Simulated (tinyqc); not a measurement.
# Absorption edge of a degenerate semiconductor, band filling against gap narrowing: approximations to the Fermi level

n-type, parabolic bands, full ionisation. eta = (EF - Ec)/kB T solves N = Nc F12(eta), F12(x) = (2/sqrt(pi)) int_0^infinity sqrt(u)/(1 + exp(u - x)) du. The gap shrinks rigidly by dEg = a3 y^(1/3) + a4 y^(1/4) + a2 y^(1/2), y = N/1e18 cm^-3, an empirical law that is here taken as the true narrowing.

With u = N/Nc: Boltzmann ln u; Joyce-Dixon ln u + 0.353553 u - 4.95009e-3 u^2 + 1.48386e-4 u^3 - 4.42563e-6 u^4; degenerate limit (3 sqrt(pi) u/4)^(2/3). The Einstein ratio is D/(mu Vt) = F12/Fm, Fm(x) = dF12/dx = (1/sqrt(pi)) int_0^infinity u^(-1/2)/(1 + exp(u - x)) du.

Inputs (values chosen for the exercise):
- Nc = 8.66e17 cm^-3 (conduction-band density of states at 400 K, from me)

Result of one run:
```
N/Nc     eta  Boltzmann  Joyce-Dixon  degenerate  D/(mu Vt)
6.005  3.764      1.793        3.763       3.994      2.843
```

Which ionised donor density N gave this result: 8.5e16, 1.9e17, 1e18 or 5.2e18 cm^-3?

N = 5.2e18 cm^-3.

The whole series:
```
N (cm^-3)     N/Nc      eta  Boltzmann  Joyce-Dixon  degenerate  D/(mu Vt)
3.8e16     0.04388   -3.111     -3.126       -3.111      0.1504      1.015
8.5e16     0.09815   -2.287     -2.321       -2.287      0.2573      1.035
1.9e17      0.2194   -1.440     -1.517       -1.440      0.4398      1.077
4.4e17      0.5081  -0.4987    -0.6771      -0.4987      0.7698      1.177
1e18         1.155   0.5458     0.1439       0.5458       1.331      1.396
2.3e18       2.656    1.883     0.9768        1.883       2.319      1.877
5.2e18       6.005    3.764      1.793        3.763       3.994      2.843
1.2e19       13.86    6.853      2.629        6.809       6.975      4.738
2.7e19       31.18    11.91      3.440        9.966       11.98      8.032
```

Boltzmann is within 0.1 of eta up to N/Nc = 0.22, Joyce-Dixon within 0.01 up to 6.0, and the degenerate limit is off by 0.069 in the last row. The Einstein ratio rises from 1.02 to 8.03: degenerate carriers diffuse faster for the same mobility.

Range of the model: Band tails, non-parabolic bands and incomplete ionisation are left out.

Program tinyqc, `OMP_NUM_THREADS=1 python tinyqc.py 2330043 2330044 out.jsonl`; Intel Xeon 2.30GHz, shared host, one thread, about 0.01 s.
